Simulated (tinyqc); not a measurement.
Van der Pauw, Hall and four-point-probe measurements on a doped layer: two steps of the calculation.

A uniform p-type layer with sheet resistance Rs = 1/(q ns mu), point contacts, low field (mu B small).

Values chosen for this exercise: Hall factor rH = 1; magnetic field B = 1 T; current I = 500 uA; thickness of the layer t = 38 nm.

Constants: q = 1.602176634e-19 C. Results are converted to the units shown.

Problem 1. New z. The van der Pauw equation exp(-pi RA z) + exp(-pi RB z) = 1 is solved for z = 1/Rs: e1 = exp(-pi RA z), e2 = exp(-pi RB z), f = e1 + e2 - 1, f' = -pi (RA e1 + RB e2), z(new) = z - f/f'.

z after iteration 2 = 6.6013863 mS
RA = 4.5195752 ohm
RB = 113.31725 ohm

Give: e1; e2; f; f'; z after iteration 3.

Solution 1.

e1 = 0.91053
e2 = 0.095362
f = 0.0058901
f' = -0.046877 kohm
z after iteration 3 = 6.7270 mS

Problem 2. Sheet density, mobility and bulk values. Rs = 1/z; Hall sheet density B I/(q |VH|); Hall mobility |VH|/(Rs B I); true values ns = rH times the Hall density, mu = Hall mobility/rH; bulk density ns/t, resistivity Rs t; correction factor F = Rs/[(pi/ln 2)(RA + RB)/2].

converged z = 6.7291419 mS
VH = 0.31207545 mV
RA = 4.5195752 ohm
RB = 113.31725 ohm

Give: Rs; Hall sheet density; Hall mobility; ns; mu; bulk density; resistivity; F.

Solution 2.

Rs = 148.61 ohm/square
Hall sheet density = 1.0000e15 cm^-2
Hall mobility = 42.000 cm^2/(V s)
ns = 1.0000e15 cm^-2
mu = 42.000 cm^2/(V s)
bulk density = 2.6316e20 cm^-3
resistivity = 5.6471e-4 ohm cm
F = 0.55650

Computed by the program tinyqc: `OMP_NUM_THREADS=1 python tinyqc.py 2850134 2850135 out.jsonl`, one thread of a shared Intel Xeon 2.30GHz, about 0.01 s for the whole run.
